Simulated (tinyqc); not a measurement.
# Changing the crystal rotation

Model: crystal pulling from the melt: segregation, interface stability, heat balance and point-defect regime. Computed by tinyqc, a small Python program. Command: `OMP_NUM_THREADS=1 python tinyqc.py 3011965 3011966 out.jsonl pull sweep`. One thread of a shared host (Intel(R) Xeon(R) Processor @ 2.30GHz), about 0.01 s of CPU time with the checks.

A dilute solute; steady pulling with a flat interface unless it is found unstable.

Inputs (values chosen for the exercise, modelled on antimony in silicon):

| quantity | value | unit |
|---|---|---|
| equilibrium coefficient k0 | 0.023 | - |
| initial melt concentration C0 | 1.8e+16 | 1/cm^3 |
| diffusivity in the melt D | 0.00019 | cm^2/s |
| kinematic viscosity nu | 0.0027 | cm^2/s |
| pull rate V | 0.93 | mm/min |
| frozen fraction g | 0.74 | - |
| evaporation number beta | 0.5 | - |

Loss from the melt surface: evaporation.

Method. delta = 1.61 D^(1/3) nu^(1/6) omega^(-1/2), omega = 2 pi rpm/60; k_eff = k0/[k0 + (1 - k0) exp(-V delta/D)] (Burton, Prim and Slichter); the melt at the interface is enriched by k_eff/k0. Axial profile: C_s = k_eff C0 (1 - g)^(k_eff - 1 + beta), where beta, the evaporation velocity times the free melt area over the volume growth rate, is taken constant; bulk melt C_L = C_s/k_eff. Usable fraction: the g at which C_s has changed by 30 % from its first value (0.99 at most).

One run for each value:

| crystal rotation (rpm) | boundary layer delta (micrometre) | k_eff | enrichment at the interface | usable fraction |
|---|---|---|---|---|
| 1.0 | 1067 | 0.05324 | 2.315 | 0.4441 |
| 1.8 | 796 | 0.04311 | 1.874 | 0.4369 |
| 3.2 | 597 | 0.03689 | 1.604 | 0.4325 |
| 5.8 | 443 | 0.03269 | 1.421 | 0.4296 |
| 10.0 | 338 | 0.03007 | 1.307 | 0.4278 |
| 19.0 | 245 | 0.02794 | 1.215 | 0.4264 |
| 33.0 | 186 | 0.02666 | 1.159 | 0.4255 |
| 60.0 | 138 | 0.02567 | 1.116 | 0.4248 |

Over the rows, boundary layer delta (micrometre) falls from 1070 to 138 (exponent d ln y / d ln x about -0.50 throughout); k_eff falls from 0.0532 to 0.0257 (exponent d ln y / d ln x -0.36 between the first rows and -0.064 between the last); enrichment at the interface falls from 2.31 to 1.12 (exponent d ln y / d ln x -0.36 between the first rows and -0.064 between the last). The exponent of boundary layer delta stays at -0.50: the rotating-disc boundary layer.
